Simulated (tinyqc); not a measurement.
Approach to the steady line: permeation of metal atoms or ions through a thin barrier or dielectric: time lag, field-aided drift and lifetime. Computed by tinyqc, a small Python program. Command: `OMP_NUM_THREADS=1 python tinyqc.py 3019924 3019925 out.jsonl barrier walk`. One thread of a shared host (Intel(R) Xeon(R) Processor @ 2.30GHz), about 0.01 s of CPU time with the checks.

The film 0 < x < d is empty at first; C = C0 at x = 0 and C = 0 at x = d. dC/dt = D d2C/dx2 - v dC/dx with drift v = D z e V/(k_B T d) (uniform field, no space charge).

Inputs (values chosen for the exercise, for a model case: singly charged ions through a dielectric):

| quantity | value | unit |
|---|---|---|
| thickness d | 95 | nm |
| prefactor D0 | 0.18 | cm^2/s |
| activation energy E | 1.11 | eV |
| concentration at the source side C0 | 7e+12 | 1/cm^3 |
| charge number z | 1 | - |
| voltage V (positive drives ions across) | -0.2 | V |
| test temperature T | 175 | C |

Constants: k_B = 8.617333262e-05 eV/K.

Method:
- D = D0 exp(-E/(k_B T)); time scale d^2/D; Peclet number P = z V/(k_B T), k_B T in eV; 1 nm = 1e-7 cm.
- Temperatures in kelvin are T(C) + 273.15.
- Steady flux J = (D C0/d) P/(1 - exp(-P)); time lag in units of d^2/D: s_L = [P (1 + exp(-P))/(1 - exp(-P)) - 2]/P^2 (P = 0: J = D C0/d, s_L = 1/6).
- Dose through the film Q(s) = C0 d {f (s - s_L) - 2 exp(P/2) sum_(n=1..200) (-1)^n n^2 pi^2 exp(-l_n s)/l_n^2}, l_n = n^2 pi^2 + P^2/4, f = P/(1 - exp(-P)) the relative flux.
- Short-time form for P = 0: Q/(C0 d) = 4 sqrt(s) ierfc(1/(2 sqrt(s))), ierfc(y) = exp(-y^2)/sqrt(pi) - y erfc(y).

Peclet number P = -5.17885

flux relative to D C0/d = 0.0293454

time lag s_L = 0.120711

Q/(C0 d):

| s | series | steady line f (s - s_L) | series without field | short-time form, no field |
|---|---|---|---|---|
| 0.03 | 3.0791e-07 | -2.6620e-03 | 4.8419e-06 | 4.8419e-06 |
| 0.05 | 1.5741e-05 | -2.0751e-03 | 2.6934e-04 | 2.6934e-04 |
| 0.08 | 1.6912e-04 | -1.1947e-03 | 3.2066e-03 | 3.2066e-03 |
| 0.12 | 7.0626e-04 | -2.0877e-05 | 1.4887e-02 | 1.4887e-02 |
| 0.20 | 2.5225e-03 | 2.3268e-03 | 6.1464e-02 | 6.1463e-02 |
| 0.30 | 5.2986e-03 | 5.2613e-03 | 1.4382e-01 | 1.4379e-01 |
| 0.50 | 1.1132e-02 | 1.1130e-02 | 3.3479e-01 | 3.3326e-01 |
| 0.80 | 1.9934e-02 | 1.9934e-02 | 6.3341e-01 | 6.1838e-01 |
| 1.20 | 3.1672e-02 | 3.1672e-02 | 1.0333e+00 | 9.7002e-01 |

The dose lies above the steady line at all times and, among these rows, is within 1 % of it from s = 0.3 on (the lag is s_L = 0.121); for a known P the intercept of that line gives D and its slope D C0. The field changes the dose by a factor 0.0636 in the first row and 0.0307 in the last; at short times the factor tends to exp(P/2) = 0.0751.
